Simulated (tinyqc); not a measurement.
Two-valley model of the transferred-electron effect: one step, computed by the program tinyqc.

Both kinds of valley share one electron temperature T_e, and each has a constant mobility.

Task: First two iterations. Density-of-states ratio R = Z (m2/m1)^(3/2); n2/n1 = R exp(-dE/(k_B T_e)); mean mobility mu = (mu1 + mu2 n2/n1)/(1 + n2/n1); energy balance e mu F^2 = (3/2) k_B (T_e - T)/tau_E; v = mu F. Fixed point from T_e = T: T_out = T + (2/3) e mu(T_e) F^2 tau_E/k_B, T_new = T_e + mixing (T_out - T_e); stop when |T_out - T_e| is below 1e-6 K.

Inputs (values chosen for the exercise, modelled on GaAs): central-valley mass m1 = 0.068 m_0; satellite-valley mass m2 = 0.23 m_0; satellite valleys Z = 4; valley separation dE = 0.33 eV; central-valley mobility mu1 = 7600 cm^2/(V s); satellite-valley mobility mu2 = 170 cm^2/(V s); energy relaxation time tau_E = 1 ps; lattice temperature T = 300 K; electric field F = 6.9 kV/cm; mixing = 0.1.

Solver: damped fixed point.

Constants: k_B = 8.617333262e-05 eV/K.

Give: T_out of iteration 1; T_e after iteration 1; mu at that T_e; T_e after iteration 2.

Result:

T_out of iteration 1 = 3099.1 K

T_e after iteration 1 = 579.91 K

mu at that T_e = 7357.6 cm^2/(V s)

T_e after iteration 2 = 822.92 K
